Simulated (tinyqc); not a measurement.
Isochronal anneals: hydrogen passivation of interface dangling bonds: competing passivation and dissociation with distributed barriers. Computed by tinyqc, a small Python program. Command: `OMP_NUM_THREADS=1 python tinyqc.py 3021354 3021355 out.jsonl passiv walk`. One thread of a shared host (Intel(R) Xeon(R) Processor @ 2.30GHz), about 0.02 s of CPU time with the checks.

P_b + H2 gives P_bH + H at the rate k_f [H2]; P_bH gives P_b + H at the rate k_d. All defects start unpassivated. E_f and E_d are Gaussian and independent.

Inputs (values chosen for the exercise, close to those used for P_b centres at the silicon-oxide interface):
```
quantity                                      value          unit
passivation prefactor k_f0                    8e-07        cm^3/s
mean passivation barrier E_f                   1.67            eV
spread sigma_f                                0.027            eV
dissociation prefactor k_d0                 5.4e+12           1/s
mean dissociation barrier E_d                  2.65            eV
spread sigma_d                                0.067            eV
H2 in the oxide per atm, solubility factor  1.1e+18  1/(cm^3 atm)
hydrogen pressure p                            0.05           atm
anneal time t                                   140             s
```

Constants: k_B = 8.617333262e-05 eV/K.

Method:
- [H2] = solubility factor x p; a = k_f0 [H2] exp(-E_f/(k_B T)), d = k_d0 exp(-E_d/(k_B T)). For one pair of barriers the active share is y = [d + a exp(-(a + d) t)]/(a + d).
- Temperatures in kelvin are T(C) + 273.15.
- Average y over both Gaussians with 40 x 40 Gauss-Hermite points.
- Minimise the averaged y over T between 150 and 900 C: find where ln y is equal at T - 0.05 and T + 0.05 C; T is rounded to 0.1 C.

best temperature = 468.1 C

Active share after the time t:
```
T (C)     a (1/s)     d (1/s)  single barriers  distributed
200    7.1676e-08  3.2048e-16       9.9999e-01   9.9999e-01
250    3.5931e-06  1.5979e-13       9.9950e-01   9.9940e-01
300    9.0978e-05  2.6954e-11       9.8734e-01   9.8536e-01
350    1.3715e-03  1.9966e-09       8.2530e-01   8.0939e-01
400    1.3817e-02  7.8023e-08       1.4453e-01   1.6904e-01
450    1.0113e-01  1.8366e-06       1.8870e-05   3.0566e-04
500    5.7221e-01  2.8732e-05       5.0210e-05   9.0354e-05
600    1.0099e+01  2.7335e-03       2.7059e-04   4.2865e-04
700    9.8811e+01  1.0198e-01       1.0310e-03   1.4909e-03
800    6.3200e+02  1.9379e+00       3.0570e-03   4.1288e-03
```

What does the comparison show, and why?

The distributed share is least at 500 C among these rows, 9.0e-5, and the search puts the optimum at 468.1 C. On the cold side defects with high E_f survive; on the hot side dissociation, with the larger barrier, gains on passivation with an energy E_d - E_f = 0.98 eV. In that row single barriers give 5.0e-5, so the spread raises the floor. Caution: atomic hydrogen, which both passivates and depassivates, and further passivation during cooling are left out. Caution: shares below about 1e-3 in these rows are formal; measured passivation levels off well above them.

Extremes, crossings and ranges named in words are read from the listed rows.
